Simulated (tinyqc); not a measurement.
Oxide trap near a transistor channel: two-state multiphonon kinetics, telegraph noise and bias instability: one step, computed by the program tinyqc.

An n-channel device under positive gate bias. The trap is empty (state 1) or holds an electron (state 2); both states are parabolas of equal curvature, and the electron reservoir is taken at the Fermi level of the channel.

Task: Barriers and time constants. E_21 = E_t - e F x is the energy of state 2 over state 1; barriers E_c = (E_R + E_21)^2/(4 E_R), E_e = E_c - E_21; tau_c = exp(E_c/k_B T)/(k_0 P), tau_e = exp(E_e/k_B T)/(k_0 P), P the tunnelling factor; occupation f_2 = tau_e/(tau_c + tau_e); 1/tau_0 = 1/tau_c + 1/tau_e.

Inputs (values chosen for the exercise, with an insulator like SiO2 on silicon):
```
quantity                                value   unit
trap depth x from the interface          0.43     nm
trap level above E_F at zero field E_t  0.091     eV
relaxation energy E_R                       2     eV
oxide field F                             3.8  MV/cm
attempt rate k_0 at the interface       3e+11    1/s
temperature T                             200      K
```

Parts treated: one trap.

tunnelling factor = 0.009420448

Constants: k_B = 8.617333262e-05 eV/K.

Give: E_21; capture barrier E_c; emission barrier E_e; capture time tau_c; emission time tau_e; occupation f_2; tau_0.

Result:

E_21 = -0.0724 eV

capture barrier E_c = 0.4645 eV

emission barrier E_e = 0.5369 eV

capture time tau_c = 178.9 s

emission time tau_e = 11939 s

occupation f_2 = 0.9852

tau_0 = 176.2 s

The trap is almost always filled at this bias. Caution: at this temperature nuclear tunnelling through such barriers shortens the times below these classical values.
